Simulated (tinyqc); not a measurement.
## CMOS inverter, nodal equation and switching: effect of the drain-induced barrier lowering

An n-channel pull-down (bn, VTn) and a p-channel pull-up (bp, VTp) share the input Vin and the output node Vout, which carries the load C. Transistor (EKV form, voltages against the body): I = 2 n b Vt^2 [F(vp - Vs) - F(vp - Vd)] from drain to source, F(v) = ln^2(1 + exp(v/(2 Vt))), vp = (Vg - VT + sg |Vd - Vs|)/n. n-channel bodies are at 0; for the p-channel device all voltages are counted down from Vdd. b in uA/V^2 gives I in uA. Static: In = Ip. Transient: C dVout/dt = Ip - In. No velocity saturation, no gate capacitance beyond C.

VM solves In = Ip with Vin = Vout; VIL and VIH are the inputs of gain -1, NML = VIL - Vout(VIH), NMH = Vout(VIL) - VIH. For a step input the delay to Vdd/2 is tHL = C times the integral of dV/(In - Ip) from Vdd/2 to Vdd at Vin = Vdd, and tLH likewise with Ip - In from 0 to Vdd/2 at Vin = 0.

Parameters, values chosen for the exercise:

| symbol | value | unit | meaning |
|---|---|---|---|
| T | 300 | K | temperature |
| Vdd | 0.4 | V | supply voltage |
| n | 1.13 |  | slope factor |
| VTn | 0.44 | V | n-channel threshold |
| VTp | 0.39 | V | p-channel threshold (magnitude) |
| bn | 690 | uA/V^2 | gain factor of the pull-down transistor |
| bp | 900 | uA/V^2 | gain factor of the pull-up transistor |
| C | 1 | fF | load capacitance |

Constants: q = 1.602176634e-19 C, kB = 1.380649e-23 J/K, Vt = kB T/q. Results are converted to the units shown.

Effect of the drain-induced barrier lowering:
```
sg    VM (V)  gain at VM  NML (V)  NMH (V)  tHL (ps)  tLH (ps)
0.01  0.2286      -92.08   0.2002   0.1424      1059     224.0
0.04  0.2278      -24.48   0.1945   0.1367     828.0     182.3
0.07  0.2270      -14.12   0.1889   0.1310     653.4     149.9
0.1   0.2263      -9.920   0.1832   0.1253     520.2     124.3
0.13  0.2256      -7.645   0.1776   0.1197     417.7     104.0
0.16  0.2250      -6.219   0.1719   0.1140     338.4     87.73
0.19  0.2243      -5.242   0.1663   0.1084     276.4     74.60
0.22  0.2237      -4.530   0.1607   0.1027     227.7     63.92
```

As sg goes from 0.01 to 0.22, VM falls from 0.229 to 0.224 V, the size of the gain falls from 92.1 to 4.53, tHL falls from 1060 to 228 ps and tLH falls from 224 to 63.9 ps. The smaller margin is largest, 0.142 V, at sg = 0.01 among the rows. Barrier lowering gives both transistors an output conductance, which caps the gain. In every row the supply is below a threshold, where mismatch, left out here, dominates margins and delay.

Computed by the program tinyqc: `OMP_NUM_THREADS=1 python tinyqc.py 2340053 2340054 out.jsonl`, one thread of a shared Intel Xeon 2.30GHz, about 0.04 s for the whole run.
